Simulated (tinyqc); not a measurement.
Worked calculation (part 1 of 2): RHF in the 3-21g basis, for H3+, spin multiplicity 1. Computed by tinyqc, a small Python program that keeps every step (integrals from PySCF). Settings: charge = 1, multiplicity = 1, basis = 3-21g, energy threshold = 1e-08, iteration cap = 76, orthogonalisation = symmetric, start = Wolfsberg-Helmholz matrix, DIIS depth = 6, method = RHF. Command: `OMP_NUM_THREADS=1 python tinyqc.py 29867 29868 out.jsonl` (the two numbers bound the seeds that draw the settings). One thread of a shared host (Intel(R) Xeon(R) Processor @ 2.60GHz), about 0.04 s of CPU time with the checks. Later iterations appear only in the table of the cycle.

## One-electron integrals

Geometry (angstrom):

| atom | x | y | z |
|---|---|---|---|
| H | 0.000000 | 0.000000 | 0.000000 |
| H | 0.000000 | 0.000000 | 1.352000 |
| H | 0.000000 | 1.288000 | 0.676000 |

Basis 3-21g: exponents (1/bohr^2) and contraction coefficients of normalised primitives:

| element | l (shell) | exponent | coefficient |
|---|---|---|---|
| H | s (1) | 5.447178 | 0.156285 |
| H | s (1) | 0.824547 | 0.904691 |
| H | s (2) | 0.183192 | 1.000000 |

Overlap, kinetic and nuclear-attraction integrals over the contracted functions; the nuclear repulsion is the sum of Za Zb / Rab.

nuclear repulsion = 1.11898453 hartree

overlap S:
```
          1H 1s     1H 2s     2H 1s     2H 2s     3H 1s     3H 2s
1H 1s  1.000000  0.645899  0.056960  0.240767  0.037018  0.206122
1H 2s  0.645899  1.000000  0.240767  0.549966  0.206122  0.500520
2H 1s  0.056960  0.240767  1.000000  0.645899  0.037018  0.206122
2H 2s  0.240767  0.549966  0.645899  1.000000  0.206122  0.500520
3H 1s  0.037018  0.206122  0.037018  0.206122  1.000000  0.645899
3H 2s  0.206122  0.500520  0.206122  0.500520  0.645899  1.000000
```

kinetic energy T (hartree):
```
           1H 1s     1H 2s      2H 1s     2H 2s      3H 1s     3H 2s
1H 1s   1.549405  0.293152  -0.061169  0.037285  -0.052296  0.022243
1H 2s   0.293152  0.274788   0.037285  0.090886   0.022243  0.074077
2H 1s  -0.061169  0.037285   1.549405  0.293152  -0.052296  0.022243
2H 2s   0.037285  0.090886   0.293152  0.274788   0.022243  0.074077
3H 1s  -0.052296  0.022243  -0.052296  0.022243   1.549405  0.293152
3H 2s   0.022243  0.074077   0.022243  0.074077   0.293152  0.274788
```

nuclear attraction V (hartree):
```
           1H 1s      1H 2s      2H 1s      2H 2s      3H 1s      3H 2s
1H 1s  -2.476110  -1.270352  -0.112479  -0.478338  -0.070308  -0.406903
1H 2s  -1.270352  -1.420176  -0.478338  -0.842518  -0.402205  -0.763015
2H 1s  -0.112479  -0.478338  -2.476110  -1.270352  -0.070308  -0.406903
2H 2s  -0.478338  -0.842518  -1.270352  -1.420176  -0.402205  -0.763015
3H 1s  -0.070308  -0.402205  -0.070308  -0.402205  -2.448499  -1.252564
3H 2s  -0.406903  -0.763015  -0.406903  -0.763015  -1.252564  -1.397038
```

core Hamiltonian H = T + V (hartree):
```
           1H 1s      1H 2s      2H 1s      2H 2s      3H 1s      3H 2s
1H 1s  -0.926706  -0.977200  -0.173648  -0.441053  -0.122604  -0.384660
1H 2s  -0.977200  -1.145388  -0.441053  -0.751632  -0.379962  -0.688939
2H 1s  -0.173648  -0.441053  -0.926706  -0.977200  -0.122604  -0.384660
2H 2s  -0.441053  -0.751632  -0.977200  -1.145388  -0.379962  -0.688939
3H 1s  -0.122604  -0.379962  -0.122604  -0.379962  -0.899094  -0.959412
3H 2s  -0.384660  -0.688939  -0.384660  -0.688939  -0.959412  -1.122250
```

## Two-electron integrals

Functions are numbered as in S; the eight-fold symmetry (ij|kl) = (ji|kl) = (kl|ij) leaves the list below.

Two-electron integrals (ij|kl) in chemists' order, unique and non-zero (hartree):
```
(11|11) 1.140145   (21|11) 0.611403   (21|21) 0.345152   (22|11) 0.626370
(22|21) 0.380329   (22|22) 0.482957   (31|11) 0.040863   (31|21) 0.024637
(31|22) 0.030217   (31|31) 0.003309   (32|11) 0.112545   (32|21) 0.071448
(32|22) 0.100417   (32|31) 0.010758   (32|32) 0.047509   (33|11) 0.391128
(33|21) 0.251937   (33|22) 0.373698   (33|31) 0.040863   (33|32) 0.217026
(33|33) 1.140145   (41|11) 0.217026   (41|21) 0.123874   (41|22) 0.139060
(41|31) 0.010758   (41|32) 0.031700   (41|33) 0.112545   (41|41) 0.047509
(42|11) 0.294414   (42|21) 0.181863   (42|22) 0.241356   (42|31) 0.019341
(42|32) 0.073188   (42|33) 0.294414   (42|41) 0.073188   (42|42) 0.146076
(43|11) 0.251937   (43|21) 0.161757   (43|22) 0.237715   (43|31) 0.024637
(43|32) 0.123874   (43|33) 0.611403   (43|41) 0.071448   (43|42) 0.181863
(43|43) 0.345152   (44|11) 0.373698   (44|21) 0.237715   (44|22) 0.343656
(44|31) 0.030217   (44|32) 0.139060   (44|33) 0.626370   (44|41) 0.100417
(44|42) 0.241356   (44|43) 0.380329   (44|44) 0.482957   (51|11) 0.025233
(51|21) 0.015363   (51|22) 0.019203   (51|31) 0.001412   (51|32) 0.004516
(51|33) 0.016234   (51|41) 0.006052   (51|42) 0.010553   (51|43) 0.010407
(51|44) 0.015009   (51|51) 0.001397   (52|11) 0.090150   (52|21) 0.057510
(52|22) 0.082253   (52|31) 0.005669   (52|32) 0.021407   (52|33) 0.081874
(52|41) 0.022873   (52|42) 0.048412   (52|43) 0.052518   (52|44) 0.076852
(52|51) 0.005860   (52|52) 0.034776   (53|11) 0.016234   (53|21) 0.010407
(53|22) 0.015009   (53|31) 0.001412   (53|32) 0.006052   (53|33) 0.025233
(53|41) 0.004516   (53|42) 0.010553   (53|43) 0.015363   (53|44) 0.019203
(53|51) 0.000962   (53|52) 0.005306   (53|53) 0.001397   (54|11) 0.081874
(54|21) 0.052518   (54|22) 0.076852   (54|31) 0.005669   (54|32) 0.022873
(54|33) 0.090150   (54|41) 0.021407   (54|42) 0.048412   (54|43) 0.057510
(54|44) 0.082253   (54|51) 0.005306   (54|52) 0.033644   (54|53) 0.005860
(54|54) 0.034776   (55|11) 0.363688   (55|21) 0.234576   (55|22) 0.352424
(55|31) 0.023328   (55|32) 0.093294   (55|33) 0.363688   (55|41) 0.093294
(55|42) 0.213211   (55|43) 0.234576   (55|44) 0.352424   (55|51) 0.025233
(55|52) 0.184397   (55|53) 0.025233   (55|54) 0.184397   (55|55) 1.140145
(61|11) 0.184397   (61|21) 0.105426   (61|22) 0.118690   (61|31) 0.008280
(61|32) 0.024400   (61|33) 0.086371   (61|41) 0.039124   (61|42) 0.059568
(61|43) 0.055256   (61|44) 0.079894   (61|51) 0.005860   (61|52) 0.022131
(61|53) 0.003932   (61|54) 0.020079   (61|55) 0.090150   (61|61) 0.034776
(62|11) 0.261897   (62|21) 0.162150   (62|22) 0.216517   (62|31) 0.014777
(62|32) 0.053033   (62|33) 0.203931   (62|41) 0.062176   (62|42) 0.119077
(62|43) 0.128996   (62|44) 0.183135   (62|51) 0.011438   (62|52) 0.056486
(62|53) 0.009819   (62|54) 0.053864   (62|55) 0.261897   (62|61) 0.056486
(62|62) 0.120991   (63|11) 0.086371   (63|21) 0.055256   (63|22) 0.079894
(63|31) 0.008280   (63|32) 0.039124   (63|33) 0.184397   (63|41) 0.024400
(63|42) 0.059568   (63|43) 0.105426   (63|44) 0.118690   (63|51) 0.003932
(63|52) 0.020079   (63|53) 0.005860   (63|54) 0.022131   (63|55) 0.090150
(63|61) 0.019490   (63|62) 0.045872   (63|63) 0.034776   (64|11) 0.203931
(64|21) 0.128996   (64|22) 0.183135   (64|31) 0.014777   (64|32) 0.062176
(64|33) 0.261897   (64|41) 0.053033   (64|42) 0.119077   (64|43) 0.162150
(64|44) 0.216517   (64|51) 0.009819   (64|52) 0.053864   (64|53) 0.011438
(64|54) 0.056486   (64|55) 0.261897   (64|61) 0.045872   (64|62) 0.109942
(64|63) 0.056486   (64|64) 0.120991   (65|11) 0.234576   (65|21) 0.150972
(65|22) 0.224914   (65|31) 0.014998   (65|32) 0.059908   (65|33) 0.234576
(65|41) 0.059908   (65|42) 0.135319   (65|43) 0.150972   (65|44) 0.224914
(65|51) 0.015363   (65|52) 0.105426   (65|53) 0.015363   (65|54) 0.105426
(65|55) 0.611403   (65|61) 0.057510   (65|62) 0.162150   (65|63) 0.057510
(65|64) 0.162150   (65|65) 0.345152   (66|11) 0.352424   (66|21) 0.224914
(66|22) 0.328816   (66|31) 0.021989   (66|32) 0.088131   (66|33) 0.352424
(66|41) 0.088131   (66|42) 0.194168   (66|43) 0.224914   (66|44) 0.328816
(66|51) 0.019203   (66|52) 0.118690   (66|53) 0.019203   (66|54) 0.118690
(66|55) 0.626370   (66|61) 0.082253   (66|62) 0.216517   (66|63) 0.082253
(66|64) 0.216517   (66|65) 0.380329   (66|66) 0.482957
```

## Orthogonalisation

S = U s U^T; symmetric (Loewdin) form X = U s^(-1/2) U^T, so that X^T S X = 1.

eigenvalues of S: 0.222305  0.237579  0.380372  1.170768  1.247278  2.741698

X:
```
           1H 1s      1H 2s      2H 1s      2H 2s      3H 1s      3H 2s
1H 1s   1.247724  -0.499420   0.036189   0.011758   0.034008   0.020286
1H 2s  -0.499420   1.505382   0.011758  -0.328205   0.015812  -0.273200
2H 1s   0.036189   0.011758   1.247724  -0.499420   0.034008   0.020286
2H 2s   0.011758  -0.328205  -0.499420   1.505382   0.015812  -0.273200
3H 1s   0.034008   0.015812   0.034008   0.015812   1.246515  -0.494791
3H 2s   0.020286  -0.273200   0.020286  -0.273200  -0.494791   1.464769
```

## Starting guess

The start is the generalised Wolfsberg-Helmholz matrix (K = 1.75) built on H; D = 2 C_occ C_occ^T.

D at the start:
```
          1H 1s     1H 2s     2H 1s     2H 2s     3H 1s     3H 2s
1H 1s  0.026831  0.082680  0.026831  0.082680  0.020006  0.073897
1H 2s  0.082680  0.254779  0.082680  0.254779  0.061650  0.227715
2H 1s  0.026831  0.082680  0.026831  0.082680  0.020006  0.073897
2H 2s  0.082680  0.254779  0.082680  0.254779  0.061650  0.227715
3H 1s  0.020006  0.061650  0.020006  0.061650  0.014918  0.055101
3H 2s  0.073897  0.227715  0.073897  0.227715  0.055101  0.203527
```

## Iteration 1: building the Fock matrix

J_ij = sum D_kl (ij|kl), K_ij = sum D_kl (ik|jl); F = H + J - 0.5 K; E = tr D H + tr D J / 2 - 0.25 tr D K + E_nn.

Coulomb J (hartree):
```
          1H 1s     1H 2s     2H 1s     2H 2s     3H 1s     3H 2s
1H 1s  1.023399  0.627596  0.063223  0.246795  0.039868  0.210389
1H 2s  0.627596  0.833158  0.246795  0.495071  0.199546  0.443588
2H 1s  0.063223  0.246795  1.023399  0.627596  0.039868  0.210389
2H 2s  0.246795  0.495071  0.627596  0.833158  0.199546  0.443588
3H 1s  0.039868  0.199546  0.039868  0.199546  0.941985  0.583181
3H 2s  0.210389  0.443588  0.210389  0.443588  0.583181  0.791999
```

exchange K (hartree):
```
          1H 1s     1H 2s     2H 1s     2H 2s     3H 1s     3H 2s
1H 1s  0.444637  0.489472  0.221822  0.373072  0.182053  0.337704
1H 2s  0.489472  0.654570  0.373072  0.577241  0.309690  0.525946
2H 1s  0.221822  0.373072  0.444637  0.489472  0.182053  0.337704
2H 2s  0.373072  0.577241  0.489472  0.654570  0.309690  0.525946
3H 1s  0.182053  0.309690  0.182053  0.309690  0.341378  0.396064
3H 2s  0.337704  0.525946  0.337704  0.525946  0.396064  0.565913
```

Fock matrix F (hartree):
```
           1H 1s      1H 2s      2H 1s      2H 2s      3H 1s      3H 2s
1H 1s  -0.125625  -0.594340  -0.221336  -0.380794  -0.173763  -0.343123
1H 2s  -0.594340  -0.639515  -0.380794  -0.545182  -0.335262  -0.508324
2H 1s  -0.221336  -0.380794  -0.125625  -0.594340  -0.173763  -0.343123
2H 2s  -0.380794  -0.545182  -0.594340  -0.639515  -0.335262  -0.508324
3H 1s  -0.173763  -0.335262  -0.173763  -0.335262  -0.127798  -0.574263
3H 2s  -0.343123  -0.508324  -0.343123  -0.508324  -0.574263  -0.613207
```

total energy of this density = -1.12242391 hartree

## Iteration 1: diagonalisation and new density

Diagonalise F' = X^T F X, C = X C', fill 1 alpha and 1 beta electrons from the bottom; D = 2 C_occ C_occ^T. Each column has its largest component positive (the first on a tie).

F' = X^T F X (hartree):
```
           1          2          3          4          5          6
1   0.360813  -0.613825  -0.019526  -0.112784   0.005705  -0.095451
2  -0.613825  -0.063336  -0.112784  -0.171504  -0.095797  -0.160651
3  -0.019526  -0.112784   0.360813  -0.613825   0.005705  -0.095451
4  -0.112784  -0.171504  -0.613825  -0.063336  -0.095797  -0.160651
5   0.005705  -0.095797   0.005705  -0.095797   0.339288  -0.596235
6  -0.095451  -0.160651  -0.095451  -0.160651  -0.596235  -0.071479
```

orbital energies (hartree): MO1 -0.915354, MO2 -0.315778, MO3 -0.274939, MO4 0.735398, MO5 0.763446, MO6 0.869990

coefficients C:
```
            MO1        MO2        MO3        MO4        MO5        MO6
1H 1s  0.189408  -0.137007   0.233220   0.438083  -0.900093   0.835541
1H 2s  0.301914  -0.409975   0.810407  -0.546647   1.074668  -0.573248
2H 1s  0.189408  -0.137007  -0.233220   0.438083   0.900093   0.835541
2H 2s  0.301914  -0.409975  -0.810407  -0.546647  -1.074668  -0.573248
3H 1s  0.173552   0.287339   0.000000  -1.111956   0.000000   0.672534
3H 2s  0.284161   0.864030   0.000000   1.254224   0.000000  -0.374291
```

D after iteration 1:
```
          1H 1s     1H 2s     2H 1s     2H 2s     3H 1s     3H 2s
1H 1s  0.071751  0.114370  0.071751  0.114370  0.065744  0.107645
1H 2s  0.114370  0.182304  0.114370  0.182304  0.104795  0.171584
2H 1s  0.071751  0.114370  0.071751  0.114370  0.065744  0.107645
2H 2s  0.114370  0.182304  0.114370  0.182304  0.104795  0.171584
3H 1s  0.065744  0.104795  0.065744  0.104795  0.060240  0.098633
3H 2s  0.107645  0.171584  0.107645  0.171584  0.098633  0.161495
```

## Iteration 2: building the Fock matrix

As before.

Coulomb J (hartree):
```
          1H 1s     1H 2s     2H 1s     2H 2s     3H 1s     3H 2s
1H 1s  1.063018  0.646279  0.064970  0.253883  0.041280  0.216825
1H 2s  0.646279  0.847383  0.253883  0.504305  0.208948  0.454707
2H 1s  0.064970  0.253883  1.063018  0.646279  0.041280  0.216825
2H 2s  0.253883  0.504305  0.646279  0.847383  0.208948  0.454707
3H 1s  0.041280  0.208948  0.041280  0.208948  1.004712  0.614255
3H 2s  0.216825  0.454707  0.216825  0.454707  0.614255  0.817201
```

exchange K (hartree):
```
          1H 1s     1H 2s     2H 1s     2H 2s     3H 1s     3H 2s
1H 1s  0.508182  0.516854  0.244093  0.389485  0.210125  0.357571
1H 2s  0.516854  0.641440  0.389485  0.564903  0.341233  0.524221
2H 1s  0.244093  0.389485  0.508182  0.516854  0.210125  0.357571
2H 2s  0.389485  0.564903  0.516854  0.641440  0.341233  0.524221
3H 1s  0.210125  0.341233  0.210125  0.341233  0.438330  0.453986
3H 2s  0.357571  0.524221  0.357571  0.524221  0.453986  0.579742
```

Fock matrix F (hartree):
```
           1H 1s      1H 2s      2H 1s      2H 2s      3H 1s      3H 2s
1H 1s  -0.117779  -0.589348  -0.230724  -0.381913  -0.186387  -0.346621
1H 2s  -0.589348  -0.618725  -0.381913  -0.529778  -0.341631  -0.496342
2H 1s  -0.230724  -0.381913  -0.117779  -0.589348  -0.186387  -0.346621
2H 2s  -0.381913  -0.529778  -0.589348  -0.618725  -0.341631  -0.496342
3H 1s  -0.186387  -0.341631  -0.186387  -0.341631  -0.113547  -0.572150
3H 2s  -0.346621  -0.496342  -0.346621  -0.496342  -0.572150  -0.594920
```

total energy of this density = -1.16303642 hartree

## Iteration 2: DIIS over 2 matrices

error matrix X^T (FDS - SDF) X:
```
           1          2          3          4         5          6
1   0.000000  -0.018780   0.000000  -0.018780  0.002131  -0.016697
2   0.018780   0.000000   0.018780   0.000000  0.020639   0.001765
3   0.000000  -0.018780   0.000000  -0.018780  0.002131  -0.016697
4   0.018780   0.000000   0.018780   0.000000  0.020639   0.001765
5  -0.002131  -0.020639  -0.002131  -0.020639  0.000000  -0.018550
6   0.016697  -0.001765   0.016697  -0.001765  0.018550   0.000000
```

B (overlaps of the stored error matrices):
```
               1              2
1  2.4428404e-01  3.9400339e-02
2  3.9400339e-02  6.3594883e-03
```

Minimise |sum c_i e_i|^2 with sum c_i = 1: solve [B -1; -1 0][c; lambda] = [0; -1] with B_ij = tr e_i^T e_j, and take F = sum c_i F_i.

DIIS coefficients: -0.192274  1.192274

extrapolated F (hartree):
```
           1H 1s      1H 2s      2H 1s      2H 2s      3H 1s      3H 2s
1H 1s  -0.116270  -0.588388  -0.232530  -0.382128  -0.188815  -0.347293
1H 2s  -0.588388  -0.614728  -0.382128  -0.526817  -0.342856  -0.494039
2H 1s  -0.232530  -0.382128  -0.116270  -0.588388  -0.188815  -0.347293
2H 2s  -0.382128  -0.526817  -0.588388  -0.614728  -0.342856  -0.494039
3H 1s  -0.188815  -0.342856  -0.188815  -0.342856  -0.110807  -0.571744
3H 2s  -0.347293  -0.494039  -0.347293  -0.494039  -0.571744  -0.591403
```

## Iteration 2: diagonalisation and new density

As before.

F' = X^T F X (hartree):
```
           1          2          3          4          5          6
1   0.371415  -0.618612  -0.031739  -0.116915  -0.007584  -0.101312
2  -0.618612  -0.038397  -0.116915  -0.159865  -0.103796  -0.151607
3  -0.031739  -0.116915   0.371415  -0.618612  -0.007584  -0.101312
4  -0.116915  -0.159865  -0.618612  -0.038397  -0.103796  -0.151607
5  -0.007584  -0.103796  -0.007584  -0.103796   0.364630  -0.608530
6  -0.101312  -0.151607  -0.101312  -0.151607  -0.608530  -0.044716
```

orbital energies (hartree): MO1 -0.904247, MO2 -0.293733, MO3 -0.258780, MO4 0.766447, MO5 0.783402, MO6 0.892860

coefficients C:
```
            MO1        MO2        MO3        MO4        MO5        MO6
1H 1s  0.203193  -0.136063   0.229401   0.489813  -0.901074   0.803103
1H 2s  0.290509  -0.414407   0.814957  -0.577651   1.071222  -0.544848
2H 1s  0.203193  -0.136063  -0.229401   0.489813   0.901074   0.803103
2H 2s  0.290509  -0.414407  -0.814957  -0.577651  -1.071222  -0.544848
3H 1s  0.189823   0.277561   0.000000  -1.070268   0.000000   0.736807
3H 2s  0.278526   0.872145   0.000000   1.223062   0.000000  -0.454284
```

D after iteration 2:
```
          1H 1s     1H 2s     2H 1s     2H 2s     3H 1s     3H 2s
1H 1s  0.082575  0.118059  0.082575  0.118059  0.077141  0.113189
1H 2s  0.118059  0.168791  0.118059  0.168791  0.110291  0.161829
2H 1s  0.082575  0.118059  0.082575  0.118059  0.077141  0.113189
2H 2s  0.118059  0.168791  0.118059  0.168791  0.110291  0.161829
3H 1s  0.077141  0.110291  0.077141  0.110291  0.072066  0.105741
3H 2s  0.113189  0.161829  0.113189  0.161829  0.105741  0.155153
```

## Iteration 3: building the Fock matrix

As before.

Coulomb J (hartree):
```
          1H 1s     1H 2s     2H 1s     2H 2s     3H 1s     3H 2s
1H 1s  1.069958  0.649463  0.065255  0.255074  0.041545  0.217950
1H 2s  0.649463  0.849708  0.255074  0.505824  0.210860  0.456804
2H 1s  0.065255  0.255074  1.069958  0.649463  0.041545  0.217950
2H 2s  0.255074  0.505824  0.649463  0.849708  0.210860  0.456804
3H 1s  0.041545  0.210860  0.041545  0.210860  1.017827  0.620724
3H 2s  0.217950  0.456804  0.217950  0.456804  0.620724  0.822402
```

exchange K (hartree):
```
          1H 1s     1H 2s     2H 1s     2H 2s     3H 1s     3H 2s
1H 1s  0.519201  0.520498  0.247657  0.391385  0.215283  0.360606
1H 2s  0.520498  0.637163  0.391385  0.560985  0.346749  0.522989
2H 1s  0.247657  0.391385  0.519201  0.520498  0.215283  0.360606
2H 2s  0.391385  0.560985  0.520498  0.637163  0.346749  0.522989
3H 1s  0.215283  0.346749  0.215283  0.346749  0.458112  0.465221
3H 2s  0.360606  0.522989  0.360606  0.522989  0.465221  0.582172
```

Fock matrix F (hartree):
```
           1H 1s      1H 2s      2H 1s      2H 2s      3H 1s      3H 2s
1H 1s  -0.116349  -0.587986  -0.232222  -0.381671  -0.188701  -0.347014
1H 2s  -0.587986  -0.614261  -0.381671  -0.526301  -0.342476  -0.493629
2H 1s  -0.232222  -0.381671  -0.116349  -0.587986  -0.188701  -0.347014
2H 2s  -0.381671  -0.526301  -0.587986  -0.614261  -0.342476  -0.493629
3H 1s  -0.188701  -0.342476  -0.188701  -0.342476  -0.110323  -0.571298
3H 2s  -0.347014  -0.493629  -0.347014  -0.493629  -0.571298  -0.590934
```

total energy of this density = -1.16410601 hartree

## Iteration 3: DIIS over 3 matrices

error matrix X^T (FDS - SDF) X:
```
           1          2          3          4          5         6
1   0.000000  -0.000060   0.000000  -0.000060  -0.000106  0.000039
2   0.000060   0.000000   0.000060   0.000000  -0.000100  0.000144
3   0.000000  -0.000060   0.000000  -0.000060  -0.000106  0.000039
4   0.000060   0.000000   0.000060   0.000000  -0.000100  0.000144
5   0.000106   0.000100   0.000106   0.000100   0.000000  0.000187
6  -0.000039  -0.000144  -0.000039  -0.000144  -0.000187  0.000000
```

B (overlaps of the stored error matrices):
```
                1               2               3
1   2.4428404e-01   3.9400339e-02  -5.6877774e-05
2   3.9400339e-02   6.3594883e-03  -8.6393108e-06
3  -5.6877774e-05  -8.6393108e-06   2.7320966e-07
```

As before.

DIIS coefficients: 0.013228  -0.080466  1.067239

extrapolated F (hartree):
```
           1H 1s      1H 2s      2H 1s      2H 2s      3H 1s      3H 2s
1H 1s  -0.116356  -0.587960  -0.232198  -0.381640  -0.188690  -0.346994
1H 2s  -0.587960  -0.614236  -0.381640  -0.526271  -0.342449  -0.493605
2H 1s  -0.232198  -0.381640  -0.116356  -0.587960  -0.188690  -0.346994
2H 2s  -0.381640  -0.526271  -0.587960  -0.614236  -0.342449  -0.493605
3H 1s  -0.188690  -0.342449  -0.188690  -0.342449  -0.110295  -0.571269
3H 2s  -0.346994  -0.493605  -0.346994  -0.493605  -0.571269  -0.590908
```
